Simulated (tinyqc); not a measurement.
Density dependence: plasmons of a degenerate electron gas in the random-phase approximation.

Zero temperature, parabolic band: kF = (3 pi^2 n)^(1/3), EF = c kF^2/m, Ep^2 = 8 pi c e2 n/(m eb), qTF^2 = 6 pi e2 n/(eb EF), c = hbar^2/2m0, e2 = e^2/(4 pi eps0), n in 1/angstrom^3 (1e-24 per 1/cm^3).

Lindhard function: eps(q, E)/eb = 1 + (qTF/q)^2 (f1 + i f2) with z = q/(2 kF), u = E/(hbar vF q), hbar vF = 2 c kF/m; f1 = 1/2 + [h(z - u) + h(z + u)]/(8 z), h(x) = (1 - x^2) ln|(x + 1)/(x - 1)|; f2 = pi u/2 for z + u < 1, (pi/(8 z))(1 - (z - u)^2) for |z - u| < 1 < z + u, else 0. Pairs exist for c (q^2 - 2 q kF)/m < E < c (q^2 + 2 q kF)/m.

Constants: hbar^2/2m0 = 3.80998211 eV angstrom^2; e^2/(4 pi eps0) = 14.39964547 eV angstrom; a0 (Bohr radius) = 0.5291772105 angstrom.

Values chosen for the exercise (out of a larger set: mass and background constant near those of GaN; polar phonons, which mix with the plasmon in the real crystal, and the rise of the mass with filling are left out; not measured data):
- n = 1.8e+19 1/cm^3 (electron density)
- m = 0.204 m0 (mass)
- eb = 5.4 (background dielectric constant)

n is multiplied by the factor listed.

Results:

| factor | rs | EF (meV) | Ep (meV) | Ep/EF | qc/kF | alpha = 3 EF/(5 Ep) |
|---|---|---|---|---|---|---|
| 0.10 | 3.641 | 26.45 | 47.47 | 1.795 | 0.913 | 0.334 |
| 0.20 | 2.890 | 41.99 | 67.13 | 1.599 | 0.837 | 0.375 |
| 0.50 | 2.129 | 77.34 | 106.1 | 1.372 | 0.746 | 0.437 |
| 1.0 | 1.690 | 122.8 | 150.1 | 1.223 | 0.684 | 0.491 |
| 2.0 | 1.341 | 194.9 | 212.3 | 1.089 | 0.627 | 0.551 |
| 5.0 | 0.988 | 359.0 | 335.6 | 0.935 | 0.557 | 0.642 |
| 10 | 0.784 | 569.8 | 474.7 | 0.833 | 0.510 | 0.720 |

Over two decades Ep grows by 10.0 (n^(1/2)) and EF by 21.5 (n^(2/3)), so Ep/EF falls from 1.795 to 0.833 as sqrt(rs), and qc/kF from 0.913 to 0.510: in a dense gas the plasmon enters the continuum earlier on the scale of kF. alpha is the coefficient in E = Ep + alpha hbar^2 q^2/(m m0). The random-phase values are only rough in the rows with rs above about 2 (up to 3.6 here); in a doped crystal the Mott density, below which donors bind the electrons, lies near rs = 2.4 when rs is formed with the static constant.

Run: tinyqc, `OMP_NUM_THREADS=1 python tinyqc.py 1651435 1651436 out.jsonl`; Intel(R) Xeon(R) Processor @ 2.30GHz, one thread, shared host; about 0.01 s of CPU time with all checks.
